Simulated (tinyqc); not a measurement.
Spectrum around the gap: Franz-Keldysh effect at a direct gap.

Parabolic bands, vertical transitions, no excitons. For each hole band j: mr = me mj/(me + mj); joint density of states J_j(E) = (mr/c)^(3/2) sqrt(E - Eg)/(2 pi^2), both spins, c = hbar^2/2m0; averaged matrix element |e.p|^2 = m0 Ep/6; alpha_j(E) = 4 pi^2 alpha_f c Ep J_j/(3 nr E) in 1/angstrom (alpha_f the fine-structure constant, listed as alpha among the constants), times 1e8 for 1/cm.

In a field Fd (1 kV/cm = 1e-5 V/angstrom) the electro-optic energy of band j is th = (c (e Fd)^2/mr)^(1/3), and sqrt(E - Eg) in J_j is replaced by pi sqrt(th) [Ai'(b)^2 - b Ai(b)^2] with b = (Eg - E)/th; Ai is the Airy function.

Constants: hbar^2/2m0 = 3.80998211 eV angstrom^2; fine-structure constant alpha = 0.007297352564.

Inputs chosen for the exercise (near those of InP; shifted at random, so the results belong to these values and not to a real crystal): Eg = 1.379 eV (direct gap); me = 0.0811 m0 (electron mass); mhh = 0.613 m0 (heavy-hole mass); mlh = 0.086 m0 (light-hole mass); Ep = 20.4 eV (Kane energy); nr = 3.33 (refractive index); Fd = 190 kV/cm (uniform field).

Absorption (1/cm):

| E - Eg (eV) | alpha(0) | alpha(F) | change |
|---|---|---|---|
| -0.1442 | 0 | 3.754 | 4 |
| -0.1154 | 0 | 15.64 | 16 |
| -0.0865 | 0 | 59.80 | 60 |
| -0.0577 | 0 | 204.3 | 204 |
| -0.0288 | 0 | 616.6 | 617 |
| 0.0000 | 0 | 1595 | 1595 |
| 0.0288 | 5098 | 3470 | -1628 |
| 0.0577 | 7070 | 6209 | -861 |
| 0.0865 | 8487 | 8937 | 450 |
| 0.1154 | 9613 | 1.042e+04 | 811 |
| 0.1442 | 10542 | 1.059e+04 | 49 |
| 0.1731 | 11336 | 1.095e+04 | -390 |
| 0.2308 | 12620 | 1.276e+04 | 143 |
| 0.2885 | 13621 | 1.373e+04 | 104 |

At the gap alpha(F) = 1595 1/cm; 115.4 meV below it 15.6 1/cm remain, the tail falling as exp(-(4/3) b^(3/2)). Among the energies listed the largest rise is 1595 1/cm at E - Eg = 0.0 meV and the largest fall -1628 1/cm at 28.8 meV. It changes sign between 0.0 and 28.8 meV, between 57.7 and 86.5 meV, between 144.2 and 173.1 meV and between 173.1 and 230.8 meV; th is 57.7 meV for heavy holes and 69.1 meV for light holes.

Run: tinyqc, `OMP_NUM_THREADS=1 python tinyqc.py 1681780 1681781 out.jsonl`; Intel(R) Xeon(R) Processor @ 2.30GHz, one thread, shared host; about 0.01 s of CPU time with all checks.
